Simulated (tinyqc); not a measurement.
Both approximations at x = 1/2: order-disorder in a binary alloy on two sublattices: Bragg-Williams and pair (quasi-chemical) approximations. Computed by tinyqc, a small Python program. Command: `OMP_NUM_THREADS=1 python tinyqc.py 3021864 3021865 out.jsonl order walk`. One thread of a shared host (Intel(R) Xeon(R) Processor @ 2.30GHz), about 0.01 s of CPU time with the checks.

All z = 8 neighbours of a site lie on the other sublattice. B fills the sublattices with x + eta/2 and x - eta/2; energies are per site, from the pure components: u = -z w y with y the probability of an A-B bond taken in one order.

Inputs (values chosen for the exercise, for a model alloy): ordering energy w = (e_AA + e_BB)/2 - e_AB = 59.9 meV; fraction x of B = 0.5.

Lattice: bcc (B2 order, z = 8).

Constants: k_B = 8.617333262e-05 eV/K.

Method. Bragg-Williams: k_B T_c = 2 z w x (1 - x). Pair approximation at x = 1/2: k_B T_c = w/ln(z/(z - 2)). At x = 1/2 the alloy is an Ising model with K = w/(2 k_B T). Bragg-Williams: eta = tanh(z K eta), neighbour correlation -eta^2. Pair: h = (z - 1) artanh(tanh K tanh h), eta = tanh(z h/(z - 1)), correlation -(tanh K + tanh^2 h)/(1 + tanh K tanh^2 h). T is given in units of the Bragg-Williams T_c at x = 1/2, z w/(2 k_B).

T_c, pair approximation at x = 1/2 = 2416.25 K

Order and neighbour correlation:
```
T/T_c   T (K)  eta, Bragg-Williams  correlation, Bragg-Williams  eta, pair  correlation, pair
0.30    834.1              0.99741                     -0.99483    0.99734           -0.99472
0.45   1251.2              0.97398                     -0.94863    0.97096           -0.94434
0.55   1529.2              0.93553                     -0.87521    0.92253           -0.85847
0.65   1807.3              0.87207                     -0.76050    0.83171           -0.71522
0.75   2085.3              0.77552                     -0.60143    0.66642           -0.50270
0.85   2363.4              0.62950                     -0.39627    0.28927           -0.20895
0.95   2641.4              0.37949                     -0.14401    0.00000           -0.13082
1.10   3058.5              0.00000                      0.00000    0.00000           -0.11315
1.50   4170.7              0.00000                      0.00000    0.00000           -0.08314
```

What does the comparison show, and why?

The pair approximation loses long-range order between T/T_c = 0.85 and 0.95, at 2416 K, and keeps a correlation of -0.083 in the last row. At its own T_c the correlation is -1/(z - 1) = -0.143, so the fewer the neighbours, the more of the ordering energy is released above T_c.
